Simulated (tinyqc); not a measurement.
RHF in the sto-3g basis, for H3+, spin multiplicity 1, step by step. One step of it, computed by the program tinyqc.

Question. Iteration 1: building the Fock matrix. J_ij = sum D_kl (ij|kl), K_ij = sum D_kl (ik|jl); F = H + J - 0.5 K; E = tr D H + tr D J / 2 - 0.25 tr D K + E_nn.

D at the start:
```
          1H 1s     2H 1s     3H 1s
1H 1s  0.632592  0.047760  0.047758
2H 1s  0.047760  0.632592  0.047758
3H 1s  0.047758  0.047758  0.632595
```

core Hamiltonian H = T + V (hartree):
```
           1H 1s      2H 1s      3H 1s
1H 1s  -1.296073  -0.629335  -0.629281
2H 1s  -0.629335  -1.296073  -0.629281
3H 1s  -0.629281  -0.629281  -1.296053
```

Two-electron integrals (ij|kl) in chemists' order, unique and non-zero (hartree):
```
(11|11) 0.774606   (21|11) 0.205126   (21|21) 0.076357   (22|11) 0.401255
(22|21) 0.205126   (22|22) 0.774606   (31|11) 0.205104   (31|21) 0.066422
(31|22) 0.152906   (31|31) 0.076342   (32|11) 0.152906   (32|21) 0.066422
(32|22) 0.205104   (32|31) 0.066416   (32|32) 0.076342   (33|11) 0.401238
(33|21) 0.152915   (33|22) 0.401238   (33|31) 0.205104   (33|32) 0.205104
(33|33) 0.774606
```

nuclear repulsion = 1.25790529 hartree

Give: Coulomb J; exchange K; Fock matrix F; total energy of this density.

Answer.

Coulomb J (hartree):
```
        1H 1s   2H 1s   3H 1s
1H 1s  1.0515  0.3762  0.3762
2H 1s  0.3762  1.0515  0.3762
3H 1s  0.3762  0.3762  1.0514
```

exchange K (hartree):
```
        1H 1s   2H 1s   3H 1s
1H 1s  0.6321  0.3453  0.3453
2H 1s  0.3453  0.6321  0.3453
3H 1s  0.3453  0.3453  0.6321
```

Fock matrix F (hartree):
```
         1H 1s    2H 1s    3H 1s
1H 1s  -0.5607  -0.4257  -0.4257
2H 1s  -0.4257  -0.5607  -0.4257
3H 1s  -0.4257  -0.4257  -0.5607
```

total energy of this density = -0.655107 hartree

This density is the starting one; it is not idempotent, so its energy is not variational and may lie below the converged one.
